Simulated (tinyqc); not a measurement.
Band bending at a free surface with a continuum of surface states, surface photovoltage and Kelvin probe: one step of the calculation.

n-type bulk, xi = Ec - EF = Vt ln(Nc/Nd), p0 = ni^2/Nd, ni = sqrt(Nc Nv) exp(-Eg/(2 Vt)), Eg in volts. b is the upward band bending, u = b/Vt. Space charge per area, in units of q: Qc = sign(b) sqrt((2 eps0 eps_r Vt/q) [(Nd + dn)(exp(-u) - 1) + Nd u + (p0 + dn)(exp(u) - 1)]), with dn the excess density under light (flat quasi-Fermi levels; 0 in the dark). The states hold -Ds (E0 - xi - b): negative while the Fermi level lies above the neutrality level. Neutrality: Qc + Qf + (charge of the states) = 0.

Problem. Bulk quantities. xi, ni, p0, the Debye length sqrt(eps0 eps_r Vt/(q Nd)) and the flat-band work function chi + xi.

Inputs (values chosen for the exercise); band and dielectric values close to those of gallium arsenide: temperature T = 300 K; band gap Eg = 1.41 eV; relative permittivity eps_r = 13; conduction-band density of states at T Nc = 4.48e17 cm^-3; valence-band density of states at T Nv = 8.83e18 cm^-3; electron affinity chi = 4.11 eV; donor density Nd = 4.5e16 cm^-3.

Constants: q = 1.602176634e-19 C, kB = 1.380649e-23 J/K, Vt = kB T/q, eps0 = 8.8541878128e-14 F/cm where lengths are in cm. Results are converted to the units shown.

Wanted: xi; ni; p0; Debye length; chi + xi.

Solution.

xi = 0.05941 eV
ni = 2.852e6 cm^-3
p0 = 1.807e-4 cm^-3
Debye length = 20.32 nm
chi + xi = 4.169 eV

Computed by the program tinyqc: `OMP_NUM_THREADS=1 python tinyqc.py 2430025 2430026 out.jsonl`, one thread of a shared Intel Xeon 2.30GHz, about 0.01 s for the whole run.
